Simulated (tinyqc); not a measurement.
# Planar ballistic transistor, top-of-the-barrier model: what changes with what

At the top of the source barrier, states moving towards the drain are filled by the source (Fermi level 0) and states moving back by the drain (Fermi level -q Vd); nothing scatters. U is the shift of the band edge there, set by the capacitances CG, CD and CS (the total) and by the charge. Parabolic two-dimensional band; the source is grounded.

Inputs (values chosen for the exercise); mass and valleys close to those of indium arsenide: temperature T = 150 K; effective mass m = 0.0289 m0; valley degeneracy gv = 1; relative permittivity of the gate insulator eox = 9; insulator thickness tox = 3.6 nm; gate control CG/CS aG = 0.82; drain control CD/CS aD = 0.011; band edge at the barrier top above the source Fermi level at zero bias E0 = 0.36 eV.

Constants: q = 1.602176634e-19 C, kB = 1.380649e-23 J/K, hbar = 1.054571817e-34 J s, m0 = 9.1093837015e-31 kg, Vt = kB T/q, eps0 = 8.8541878128e-14 F/cm where lengths are in cm. Results are converted to the units shown.

Each table varies one quantity; the others keep the values above.

## Effect of the drain control CD/CS

N0 = gv m kB T/(pi hbar^2), CG = eps0 eox/tox, vT = sqrt(2 kB T/(pi m)), CS = CG/aG, n0 = n at U = 0 and Vd = 0. eta1 = -(E0 + U)/Vt, eta2 = eta1 - Vd/Vt, n = (N0/2)[F_0(eta1) + F_0(eta2)], F_0(x) = ln(1 + exp x). U = UL + q (n - n0)/CS with UL = -(aG Vg + aD Vd), energies in eV. I = q (N0/2) vT [F_(1/2)(eta1) - F_(1/2)(eta2)] per width, F_(1/2)(x) = (2/sqrt(pi)) int_0^infinity u^(1/2)/(1 + exp(u - x)) du. CQ = (q/Vt) dn/d(eta1). E0 is held fixed.

In this table Vg = 0.6 V, Vd = 0.6 V.

Result of one run:
```
aD      eta1  n (cm^-2)  I (uA/um)  mean velocity I/(q n) (cm/s)    CQ/CS
0.08  10.252  7.9994e11     699.02                      5.4541e7  0.35825
```

What becomes of these results when the drain control CD/CS aD is changed from 0.08 to 0, all else the same?

Result of the changed run:
```
aD    eta1  n (cm^-2)  I (uA/um)  mean velocity I/(q n) (cm/s)    CQ/CS
0   7.5183  5.8665e11     443.47                      4.7182e7  0.35807
```

The whole series:
```
aD      eta1  n (cm^-2)  I (uA/um)  mean velocity I/(q n) (cm/s)    CQ/CS
0     7.5183  5.8665e11     443.47                      4.7182e7  0.35807
0.02  8.2018  6.3996e11     503.52                      4.9108e7  0.35816
0.04  8.8854  6.9328e11     566.20                      5.0974e7  0.35821
0.06  9.5689  7.4661e11     631.40                      5.2784e7  0.35824
0.08  10.252  7.9994e11     699.02                      5.4541e7  0.35825
0.1   10.936  8.5326e11     768.97                      5.6249e7  0.35826
0.12  11.619  9.0659e11     841.18                      5.7912e7  0.35826
0.14  12.303  9.5992e11     915.57                      5.9532e7  0.35826
```

As aD goes from 0 to 0.14, n rises from 5.87e11 to 9.60e11 cm^-2, the mean velocity rises from 4.72e7 to 5.95e7 cm/s and the current rises from 443 to 916 uA/um. CQ/CS stays near 0.36.

## Effect of the insulator thickness

Same model as above.

CQ = (q/Vt) dn/d(eta1). E0 is held fixed.

In this table Vg = 0.6 V, Vd = 0.6 V.

Result of one run:
```
tox (nm)   eta1  n (cm^-2)  I (uA/um)  mean velocity I/(q n) (cm/s)   CQ/CS
2.4       8.655   6.753e11      544.8                       5.035e7  0.2388
```

What becomes of these results when the insulator thickness tox is changed from 2.4 to 8 nm, all else the same?

Result of the changed run:
```
tox (nm)   eta1  n (cm^-2)  I (uA/um)  mean velocity I/(q n) (cm/s)   CQ/CS
8         5.969   4.659e11      317.8                       4.258e7  0.7941
```

The whole series:
```
tox (nm)   eta1  n (cm^-2)  I (uA/um)  mean velocity I/(q n) (cm/s)    CQ/CS
0.5       10.21   7.970e11      695.2                       5.444e7  0.04976
0.74      9.987   7.792e11      672.5                       5.386e7  0.07364
1.1       9.665   7.541e11      640.7                       5.303e7   0.1095
1.6       9.250   7.217e11      600.7                       5.195e7   0.1592
2.4       8.655   6.753e11      544.8                       5.035e7   0.2388
3.6       7.894   6.160e11      476.2                       4.825e7   0.3581
5.4       6.974   5.442e11      397.6                       4.560e7   0.5369
8         5.969   4.659e11      317.8                       4.258e7   0.7941
```

As tox goes from 0.5 to 8 nm, n falls from 7.97e11 to 4.66e11 cm^-2, the mean velocity falls from 5.44e7 to 4.26e7 cm/s and the current falls from 695 to 318 uA/um. CQ/CS goes from 0.050 to 0.79. Over the range the current goes as tox^(-0.28) on average. For tox = 0.5 to 0.74 nm the insulator is under 1 nm thick, where gate tunnelling would matter.

Program tinyqc, `OMP_NUM_THREADS=1 python tinyqc.py 2400117 2400118 out.jsonl`; Intel Xeon 2.30GHz, shared host, one thread, about 0.01 s.
